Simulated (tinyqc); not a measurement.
Inside a calculation. Model: metal-interlayer-semiconductor contact, depinning against tunnelling resistance.

Program tinyqc, `OMP_NUM_THREADS=1 python tinyqc.py 2270167 2270168 out.jsonl`; Intel Xeon 2.30GHz, shared host, one thread, about 0.04 s. Printed values are rounded.

Zero bias, n-type semiconductor. Gap states at the semiconductor surface thin out as exp(-be ti), which unpins the barrier; electrons must then cross the interlayer (a rectangular barrier, no voltage drop across it) and the parabolic depleted layer, both by WKB. Energies E are counted from the Fermi level; no image force, parabolic bands.

Values chosen for this exercise; semiconductor values close to those of silicon; interlayer mass of the order of that in silicon nitride, offset chosen freely:

| symbol | value | unit | meaning |
|---|---|---|---|
| T | 250 | K | temperature |
| Eg | 1.14 | eV | band gap |
| eps_r | 11.6 |  | relative permittivity |
| chi | 4 | eV | electron affinity |
| Nc | 2.13e19 | cm^-3 | conduction-band density of states at T |
| mt | 0.193 | m0 | tunnelling mass in the semiconductor |
| mA | 2.09 | m0 | Richardson mass |
| Nd | 1.4e18 | cm^-3 | donor density |
| E0 | 0.35 | eV | charge-neutrality level above the valence band |
| S0 | 0.27 |  | pinning factor without interlayer |
| phiM | 4.48 | eV | metal work function |
| ti | 0.7 | nm | interlayer thickness |
| dE | 2.1 | eV | conduction-band offset of the interlayer above the semiconductor |
| mi | 0.44 | m0 | tunnelling mass in the interlayer |
| be | 4.8 | 1/nm | decay constant of gap states through the interlayer |

Constants: q = 1.602176634e-19 C, kB = 1.380649e-23 J/K, eps0 = 8.8541878128e-12 F/m, hbar = 1.054571817e-34 J s, h = 6.62607015e-34 J s, m0 = 9.1093837015e-31 kg, Vt = kB T/q, hbar^2/(2 m0) = 0.0380998212 eV nm^2. Results are converted to the units shown.

## Pinning, barrier and scales

S = 1/(1 + (1/S0 - 1) exp(-be ti)); phiB = S (phiM - chi) + (1 - S)(Eg - E0); xi = Ec - EF deep inside, from Nd = Nc F(-xi/Vt), F(x) = (2/sqrt(pi)) int_0^infinity sqrt(u) du/(1 + exp(u - x)); band bending U = phiB - xi; E00 = (hbar/2) sqrt(Nd/(eps0 eps_r mt m0)) in volts; A = 4 pi q mA m0 kB^2/h^3.

S = 0.914149
phiB = 0.506614 eV
xi = 0.0581458 eV
U = 0.448468 eV
E00 = 0.0146819 eV
A = 251.162 A/(cm^2 K^2)

The interlayer moves the barrier from 0.706 eV to 0.507 eV; the unpinned limit is phiM - chi = 0.480 eV. E00/Vt = 0.682: by the usual rule of thumb (0.5 to 5) thermionic-field emission.

## Exponents and integrand on an energy grid

E, point 0 to 14 (eV): [0.1, 0.13143, 0.16286, 0.19429, 0.22571, 0.25714, 0.28857, 0.32, 0.35143, 0.38286, 0.41429, 0.44571, 0.47714, 0.50857, 0.54]

With U = phiB - xi: for xi < E < phiB, y = (E - xi)/U and G1 = (U/E00) [sqrt(1 - y) - y ln((1 + sqrt(1 - y))/sqrt(y))], G1 = 0 above phiB; G2 = 2 ti sqrt(mi max(phiB + dE - E, 0)/C), C = hbar^2/(2 m0); f = 1/(1 + exp(E/Vt)); integrand exp(-G1 - G2) f.

G1, point 0 to 14: [23.7978, 20.1755, 17.0702, 14.3370, 11.9029, 9.7229, 7.7704, 6.0279, 4.4850, 3.1376, 1.9882, 1.0485, 0.3477, 0.0000, 0.0000]
G2, point 0 to 14: [7.53246, 7.48508, 7.43741, 7.38943, 7.34115, 7.29253, 7.24359, 7.19431, 7.14470, 7.09474, 7.04442, 6.99376, 6.94271, 6.89128, 6.83947]
f, point 0 to 14: [0.00954821, 0.00223623, 5.20788e-4, 1.21125e-4, 2.81757e-5, 6.55063e-6, 1.52294e-6, 3.54066e-7, 8.23158e-8, 1.91374e-8, 4.44919e-9, 1.03486e-9, 2.40592e-10, 5.59345e-11, 1.30041e-11]
integrand, point 0 to 14 (in units of 1e-13): [0.00236, 0.02171, 0.11834, 0.44418, 1.23675, 2.67026, 4.59384, 6.40845, 7.32429, 6.88674, 5.31440, 3.32776, 1.64089, 0.56863, 0.13923]

## Contact resistivity

1/rho_c = (A T^2/Vt^2) I, with I the trapezoid sum of the integrand over the grid.

I = 1.27686e-13 eV
rho_c = 231.55 ohm cm^2

A fine grid from xi upwards gives rho_c = 230.9 ohm cm^2; the coarse value is 0.29 % above it. The integrand peaks at E = 0.36 eV, and 1.1 % of the current flows above phiB. Tunnelling through the interlayer costs a factor of 1260 at this barrier height; the bare contact (ti = 0) has rho_c = 477 ohm cm^2, so with the interlayer rho_c is 52 % below that.
